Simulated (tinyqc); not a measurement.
Charge control and current of a heterostructure field-effect transistor: one step, computed by the program tinyqc.

Two subbands in a triangular well; E_F is counted from the conduction band edge of the channel at the interface.

Problem. Threshold and barrier capacitance. Threshold V_T = phi_B - dE_c - sigma d/(eps eps_0) (in volts); C_b = eps eps_0/d.

Inputs (values chosen for the exercise, modelled on AlGaN/GaN):
```
quantity                                  value    unit
permittivity eps (barrier and channel)     9.56       -
barrier thickness d                          21      nm
Schottky barrier phi_B                      1.1      eV
conduction band offset dE_c                0.34      eV
polarisation charge sigma/e             1.2e+13  1/cm^2
```

Charge source: polarisation. Velocity law: two-piece.

Constants: e = 1.602176634e-19 C; eps_0 = 8.8541878128e-12 F/m.

Give: threshold voltage V_T; barrier capacitance C_b.

Solution.

threshold voltage V_T = -4.010 V

barrier capacitance C_b = 0.4031 microfarad/cm^2

The device is normally on.
